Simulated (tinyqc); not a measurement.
Worked calculation: conductance of a narrow metal strip with scatterers (square lattice, Green functions). Values are carried at full precision from step to step, so a last printed digit may differ when a step is redone from the rounded ones.

A strip of W sites across with hard walls, site energy 0 and hopping -t. Mode n = 1 to W has profile chi_n(j) = sqrt(2/(W + 1)) sin(n j pi/(W + 1)) and energy en = -2t cos(n pi/(W + 1)); E = en - 2t cos(kn a). With z_n = exp(i kn a) (Im k > 0 for closed modes, |z| < 1) each lead gives the self-energy -t z_n in mode n. One column carries the site energies v, here one foreign atom. In the mode basis V_nm = sum_j chi_n(j) v_j chi_m(j), G = (E - en + 2 t z_n - V)^-1, and t_nm = 2t sqrt(sin(kn a) sin(km a)) G_nm in size for open modes. T = sum |t_nm|^2, conductance (2e^2/h) T.

Constants: e^2/h = 3.874045865e-05 S.

Inputs chosen for the exercise (hopping and spacing of the size met in Cu or Al; the lattice is a model; not measured data): t = 1.05 eV (hopping); a = 2.59 angstrom (spacing); W = 3 (sites across); E = 1.23 eV (Fermi energy); v = (3.6, 0, 0) eV (site energies in the scattering column).

## Modes at the Fermi energy

For each n: en, cos(kn a) = (en - E)/(2t), z_n and the velocity 2 t a sin(kn a) (zero if closed).

Modes:

| n | en (eV) | cos(k a) | z | dE/dk (eV angstrom) |
|---|---|---|---|---|
| 1 | -1.4849 | -1.29282 | -0.47344 | 0.0000 |
| 2 | 0.0000 | -0.58571 | -0.58571+0.81052i | 4.4084 |
| 3 | 1.4849 | 0.12139 | 0.12139+0.99260i | 5.3988 |

2 of 3 modes are open, so the clean strip has a resistance of 6453 ohm, whatever its length.

## The scatterer in the mode basis

Form V_nm.

V (eV), lower triangle:
```
        n=1     n=2     n=3
n=1  0.9000
n=2  1.2728  1.8000
n=3  0.9000  1.2728  0.9000
```

A single site couples every mode that has amplitude on it.

## Green function and transmission

E - en + 2 t z_n = 2t (z_n - cos(kn a)). Invert, form |t_nm|^2 = (2t)^2 Im(z_n) Im(z_m) |G_nm|^2 and sum. The added resistance is 1/(2 (e^2/h) T) less the same for the clean strip.

G (1/eV):
```
                 n=1              n=2              n=3
n=1   0.6404-0.1851i  -0.2647-0.0848i  -0.1528-0.0489i
n=2  -0.2647-0.0848i  -0.1212-0.2091i  -0.0700+0.2185i
n=3  -0.1528-0.0489i  -0.0700+0.2185i  -0.0404-0.3536i
```

|t_nm|^2, lower triangle:
```
     n=1     n=2     n=3
n=1    0
n=2    0  0.1693
n=3    0  0.1867  0.5503
```

T = 1.0930
added resistance = 5355 ohm

Mode 2 passes least (0.356) and mode 3 most (0.737); 34.2 % of the transmitted flux changes mode.

## Checks

- Transmitted plus reflected flux against the number of open modes: both 2.00000.

Run: tinyqc, `OMP_NUM_THREADS=1 python tinyqc.py 1480946 1480947 out.jsonl`; Intel(R) Xeon(R) Processor @ 2.30GHz, one thread, shared host; about 0.01 s of CPU time with all checks.
